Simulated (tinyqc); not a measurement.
Interdiffusion in a binary couple: Darken equations, Kirkendall shift and Boltzmann-Matano analysis: one step, computed by the program tinyqc. Command: `OMP_NUM_THREADS=1 python tinyqc.py 3008443 3008444 out.jsonl darken walk`. One thread of a shared host (Intel(R) Xeon(R) Processor @ 2.30GHz), about 0.02 s of CPU time with the checks.

x is the mole fraction of B; the molar volume is constant, and the two halves are long enough to count as infinite.

Task: Diffusivities at one composition. D*_i(x) = D*_i(0) exp(k x); thermodynamic factor Phi = 1 - 2 W x (1 - x)/(k_B T); intrinsic D_i = D*_i Phi; interdiffusion D~ = x D_A + (1 - x) D_B.

Inputs (values chosen for the exercise, for a model alloy A-B):
```
quantity,value,unit
tracer diffusivity D*_A(0),4.4e-13,m^2/s
tracer diffusivity D*_B(0),5.9e-13,m^2/s
slope k of ln D* with x,-0.99,-
regular-solution parameter W,0.12,eV
temperature T,1250,K
composition x for the local step,0.25,-
```

Vacancy-wind correction: none.

Constants: k_B = 8.617333262e-05 eV/K.

Give: thermodynamic factor Phi; intrinsic D_A; intrinsic D_B; interdiffusion coefficient D~ at the local x.

Result:

thermodynamic factor Phi = 0.5822

intrinsic D_A = 2.000e-13 m^2/s

intrinsic D_B = 2.682e-13 m^2/s

interdiffusion coefficient D~ at the local x = 2.512e-13 m^2/s

A positive W (tendency to separate) slows mixing: Phi is below 1.
